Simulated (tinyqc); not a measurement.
Double-gate transistor below threshold, two-dimensional Poisson equation on a small mesh: one step of the calculation.

Half of a symmetric double-gate structure: row 0 is the mid-plane of the body, where the normal field vanishes. Mobile charge is neglected (subthreshold), the body is fully depleted, and potentials are counted from the intrinsic level; rows run upward to the gate, columns from source to drain.

Task. Gauss-Seidel sweep. Free nodes: rows 0..2, columns 1..4, taken row by row from row 0, left to right. t = (up psi(above) + dn psi(below) + lat [psi(left) + psi(right)] + s)/(up + dn + 2 lat), with the newest neighbours; psi(new) = t.

psi at the start (fixed values on the edges, free nodes at the gate value) (V):
```
,j=0,j=1,j=2,j=3,j=4,j=5
row 0,0.5700000,0.1400000,0.1400000,0.1400000,0.1400000,1.0700000
row 1,0.5700000,0.1400000,0.1400000,0.1400000,0.1400000,1.0700000
row 2,0.5700000,0.1400000,0.1400000,0.1400000,0.1400000,1.0700000
row 3,0.1400000,0.1400000,0.1400000,0.1400000,0.1400000,0.1400000
```

```
row,up,dn,lat,s (V)
0,30.336000,0,1.4812500,-0.094094667
1,30.336000,30.336000,2.9625000,-0.18818933
2,27.777778,30.336000,12.731250,-0.094094667
```

Find: psi after iteration 1.

Result.

psi after iteration 1 (V):
```
,j=0,j=1,j=2,j=3,j=4,j=5
row 0,0.5700,0.1563,0.1379,0.1371,0.1784,1.0700
row 1,0.5700,0.1637,0.1373,0.1357,0.1959,1.0700
row 2,0.5700,0.2130,0.1490,0.1387,0.3006,1.0700
row 3,0.1400,0.1400,0.1400,0.1400,0.1400,0.1400
```

Computed by the program tinyqc: `OMP_NUM_THREADS=1 python tinyqc.py 2480147 2480148 out.jsonl`, one thread of a shared Intel Xeon 2.30GHz, about 0.1 s for the whole run.
